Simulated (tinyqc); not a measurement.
Finnis-Sinclair potential for a bcc metal: fit to cohesion and elasticity, then vacancy, surfaces and structure: one step, computed by the program tinyqc. Command: `OMP_NUM_THREADS=1 python tinyqc.py 3110129 3110130 out.jsonl fsfit walk`. One thread of a shared host (Intel(R) Xeon(R) Processor @ 2.30GHz), about 0.01 s of CPU time with the checks.

E = (1/2) sum V(r) - A sqrt(rho), rho = sum phi(r), phi = (r - d)^2 for r < d, V = (r - c)^2 (c0 + c1 r + c2 r^2) for r < c. In bcc the 8 first neighbours lie at sqrt(3) a/2 and the 6 second at a; both cut-offs lie below the third shell; Omega = a^3/2; E is per atom and z the number of atoms in a shell. The four constants A, c0, c1, c2 are fitted to E_c, zero pressure, B and C12 - C44 alone, so C44 and C11 - C12 are not matched singly; defects are unrelaxed.

Question. Unrelaxed vacancy. E_v = -A sum_shells z [sqrt(rho - phi(r)) - sqrt(rho)] - (1/2) sum z V(r): the neighbours lose one bond each, and the atom is put back in the bulk.

Inputs (values chosen for the exercise, modelled on tantalum):
```
quantity             value      unit
lattice constant a   3.306  angstrom
cohesive energy E_c   8.01        eV
density cut-off d/a  1.219         -
pair cut-off c/a     1.286         -
```

c0, c1, c2 (eV/angstrom^2, eV/angstrom^3, eV/angstrom^4): 0.5491795  0.4565116  -0.2050347

A = 2.368277 eV/angstrom

rho = 14.03906 angstrom^2

Give: V at the two shells; phi at the two shells; vacancy energy E_v; E_v/E_c.

Answer.

V at the two shells (eV): 0.3383  -0.1632

phi at the two shells (angstrom^2): 1.362  0.524

vacancy energy E_v = 3.670 eV

E_v/E_c = 0.4582

A pair potential would give E_v = E_c; the square root lowers the ratio to 0.46.
